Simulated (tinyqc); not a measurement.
# Worked calculation: threshold of a short bulk MOSFET: charge sharing, barrier lowering, narrow width

Program tinyqc, `OMP_NUM_THREADS=1 python tinyqc.py 2002148 2002149 out.jsonl`; Intel Xeon 2.30GHz, shared host, one thread, about 0.01 s. Printed values are rounded.

n-channel device on a p-type body, depletion approximation, full ionisation. Uniform doping N = Na. Vbi from Boltzmann statistics is rough for the degenerate source. Cox = eps0 eox/tox.

Values chosen for this exercise; band and dielectric values close to those of silicon:
```
symbol,value,unit,meaning
T,300,K,temperature
Eg,1.13,eV,band gap
eps_r,11.5,,relative permittivity
Nc,2.85e19,cm^-3,conduction-band density of states at T
Nv,2.65e19,cm^-3,valence-band density of states at T
eox,3.9,,relative permittivity of the gate insulator (close to silicon dioxide)
tox,1.4,nm,insulator thickness
Na,3.5e17,cm^-3,channel doping
Nsd,1e20,cm^-3,source and drain doping
Vfb,-0.97,V,flat-band voltage for the doping Na
xj,110,nm,junction depth
Vbs,0,V,body-source voltage
Vds,1.2,V,drain-source voltage
W,840,nm,gate width
xw,0,,shape factor of the fringing depletion at the width edges
L,200,nm,channel length
```

Constants: q = 1.602176634e-19 C, kB = 1.380649e-23 J/K, Vt = kB T/q, eps0 = 8.8541878128e-14 F/cm where lengths are in cm. Results are converted to the units shown.

## Long-channel threshold and scales

ni = sqrt(Nc Nv) exp(-Eg/(2 Vt)), Eg in volts; 2 pB = 2 Vt ln(N/ni); flat band Vfb - Vt ln(N/Na); Wd = sqrt(2 eps0 eps_r (2 pB - Vbs)/(q N)); body term q N Wd/Cox; long-channel VT0 = flat band + 2 pB + body term; Vbi = Vt ln(N Nsd/ni^2); scale length l = sqrt((eps_r/eox) tox Wd).

N = 3.5e17 cm^-3
2 pB = 0.904398 V
flat band = -0.97 V
Wd = 57.3098 nm
body term = 0.130293 V
VT0 = 0.0646908 V
Vbi = 1.05059 V
l = 15.3814 nm

## Short-channel and narrow-width shifts

Charge sharing (trapezoid; it ignores Vds): F = (xj/L)(sqrt(1 + 2 Wd/xj) - 1), lowering = body term times F. Barrier lowering: th = exp(-L/(2 l)) + 2 exp(-L/l), lowering = th [2 (Vbi - 2 pB) + Vds], DIBL = th. Narrow width: rise = body term times xw Wd/W. VT by each model = VT0 - lowering + rise.

F = 0.235941
lowering by charge sharing = 30.7416 mV
th = 0.00150589
lowering of the barrier = 2.24736 mV
DIBL = 1.50589 mV/V
narrow-width rise = 0 mV
VT, charge sharing = 0.0339492 V
VT, barrier lowering = 0.0624434 V

L is 13.0 scale lengths. The charge-sharing lowering is 13.7 times the barrier lowering; the first falls off as 1/L and the second exponentially. Both describe the same loss of gate control, so they are alternatives and are not added.
